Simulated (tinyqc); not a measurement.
## Series resistance and mobility from two gate lengths

Problem. At small Vds the total resistance times width is 2 Rs + L/(mu Q), with the same mu and Q at both lengths. Find mu and Rs.

total resistance at L = 20 and 80 nm (ohm um): 332.95436  431.81743
Q = 1.19 uC/cm^2

Answer. The slope against L is 1/(mu Q), and the intercept at L = 0 is 2 Rs.

mu = 510.0 cm^2/(V s)
Rs = 150.0 ohm um

Program tinyqc, `OMP_NUM_THREADS=1 python tinyqc.py 2380072 2380073 out.jsonl`; Intel Xeon 2.30GHz, shared host, one thread, about 0.01 s.
